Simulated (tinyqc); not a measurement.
From results to parameters: diatomic chain. Computed by the program tinyqc.

Problem. A chain of two alternating masses has one spring constant k; at the zone edge omega^2 = 2k/M and 2k/m, and wavenumber = 521.4708 sqrt(omega^2) with omega^2 in eV/(angstrom^2 u). Find k, the heavier mass and the optical wavenumber at q = 0.

wavenumbers at the zone edge (cm^-1): 139.250574  257.685758
lighter mass = 34.400000 u

Solution. The upper value gives k = m omega^2/2, the ratio of the squares gives M/m, and at q = 0 omega^2 = 2k (1/m + 1/M), the sum of the two.

k = 4.2000 eV/angstrom^2
heavier mass = 117.800 u
optical wavenumber at q = 0 = 292.904 cm^-1
